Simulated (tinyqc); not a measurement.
## Thermal resistances of a two-die stack

Inverse problem. Heat leaves through the lower die only, and the system is linear. Find the resistance R1 from the lower die to the coolant, R2 between the dies, and the rise of the upper die when both are powered.

Values chosen for this exercise: power of the lower die P1 = 26 W; power of the upper die P2 = 14 W.

rises of the lower and upper die with only the lower one powered (K): 5.46  5.46
rises of the lower and upper die with only the upper one powered (K): 2.94  8.4

Solution. With only the lower die powered no heat crosses R2, so both dies rise by P1 R1; the difference in the second test is P2 R2; rises add.

R1 = 0.2100 K/W
R2 = 0.3900 K/W
rise of the upper die = 13.86 K

tinyqc, about 0.03 s, one thread, Intel Xeon 2.30GHz (shared host): `OMP_NUM_THREADS=1 python tinyqc.py 2162058 2162059 out.jsonl`
